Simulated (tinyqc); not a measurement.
X-ray photoelectron analysis of a thin oxide on a semiconductor: attenuation lengths, thickness, angle series and band offsets: one step, computed by the program tinyqc.

The same element is seen in the oxide and in the substrate, at nearly the same kinetic energy; films are flat and uniform, and the work function is ignored.

Task: Inelastic mean free paths. TPP-2M: lambda = E/(E_p^2 [b ln(c E) - C/E + D/E^2]) in angstrom, E_p = 28.8 sqrt(N_v rho/M), b = -0.10 + 0.944/sqrt(E_p^2 + E_g^2) + 0.069 rho^0.1, c = 0.191/sqrt(rho), U = N_v rho/M, C = 1.97 - 0.91 U, D = 53.4 - 20.8 U, with E = photon energy less binding energy in eV. Attenuation length L = factor x lambda.

Inputs (values chosen for the exercise, modelled on SiO2 on silicon):

| quantity | value | unit |
|---|---|---|
| photon energy | 1486.6 | eV |
| binding energy of the core level | 99.4 | eV |
| oxide density | 2.25 | g/cm^3 |
| oxide formula mass | 60.08 | g/mol |
| valence electrons per oxide formula | 16 | - |
| oxide gap | 8.99 | eV |
| substrate density | 2.33 | g/cm^3 |
| substrate formula mass | 28.09 | g/mol |
| valence electrons per substrate formula | 4 | - |
| substrate gap | 1.12 | eV |
| attenuation length over inelastic mean free path | 0.93 | - |

Give: kinetic energy E; the table «Terms» with the columns E_p (eV), b, c, lambda (nm), for layer = oxide, substrate; L in the oxide; L in the substrate.

Result:

kinetic energy E = 1387.2 eV

Terms:

| layer | E_p (eV) | b | c | lambda (nm) |
|---|---|---|---|---|
| oxide | 22.29 | 0.01410 | 0.1273 | 3.879 |
| substrate | 16.59 | 0.03187 | 0.1251 | 3.090 |

L in the oxide = 3.608 nm

L in the substrate = 2.873 nm
